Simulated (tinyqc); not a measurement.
# Which input was changed?

Model: stress in a transistor channel from embedded alloy regions, liners and fins, by half-space elasticity. Computed by tinyqc, a small Python program. Command: `OMP_NUM_THREADS=1 python tinyqc.py 3011342 3011343 out.jsonl stressor which`. One thread of a shared host (Intel(R) Xeon(R) Processor @ 2.30GHz), about 0.2 s of CPU time with the checks.

Plane strain in an isotropic half-space, the same constants everywhere; x along the channel from its centre, y downwards from the free surface; stress is positive in tension.

Inputs (values chosen for the exercise, modelled on silicon):
```
quantity                          value  unit
alloy fraction x                   0.58     -
lattice change per unit x, beta  0.0417     -
Young's modulus E                   160   GPa
Poisson ratio nu                   0.22     -
channel length L                     74    nm
length of each stressor S            40    nm
recess depth d                       35    nm
depth of the field point y          1.8    nm
```

Stressor: Si(1-x)Ge(x) source and drain.

Method:
- Misfit e = beta x. A fully constrained inclusion holds the stress -p with p = E e/(1 - 2 nu); a blanket film would hold -E e/(1 - nu) in the plane.
- A line element dA of misfit at (a, c) in the half-space gives, with C = E e/(2 pi (1 - nu)), X = x - a, r1^2 = X^2 + (y - c)^2, r2^2 = X^2 + Y^2, Y = y + c: s_xx = -C dA {[X^2 - (y - c)^2]/r1^4 + 3 [X^2 - Y^2]/r2^4 + 4 y Y (Y^2 - 3 X^2)/r2^6}, s_yy = C dA {[X^2 - (y - c)^2]/r1^4 - [X^2 - Y^2]/r2^4 + 4 y Y (Y^2 - 3 X^2)/r2^6}. These are integrated over two rectangles, L/2 < |a| < L/2 + S, 0 < c < d (closed form in a, 200 Gauss-Legendre points in c).
- At x = y = 0 the integral is s_xx = -(4/pi) [E e/(1 - nu)] [arctan(2 d/L) - arctan(d/(L/2 + S))].

Problem. One of these inputs alone was changed, within the range given: Poisson ratio nu (0.12 to 0.4); length of each stressor S (20 to 80); recess depth d (17.5 to 70); depth of the field point y (0.9 to 3.6). Which one, and to what value?

Results:
```
run     s_yy (MPa)  s_xx at the surface (MPa)  s_xx (MPa)
before   -2.580658                  -2090.873   -1965.874
after    -1.596411                  -2232.341   -2084.009
```

Solution.

Each candidate set to reproduce s_yy, and what it then gives:
```
candidate                        range searched  value needed  s_xx at the surface (MPa)  s_xx (MPa)
Poisson ratio nu                    0.12 to 0.4  out of reach                          -           -
length of each stressor S (nm)         20 to 80  out of reach                          -           -
recess depth d (nm)                  17.5 to 70         44.70                    -2232.3     -2084.0
depth of the field point y (nm)      0.9 to 3.6         1.399                    -2090.9     -1994.5
```

Only recess depth d fits every result: it went from 35 to 44.7 nm. The next best candidate, depth of the field point y, misses one result by 6.3 %.

Caution: at such misfit the regions may relax by dislocations, and linear elasticity is rough.
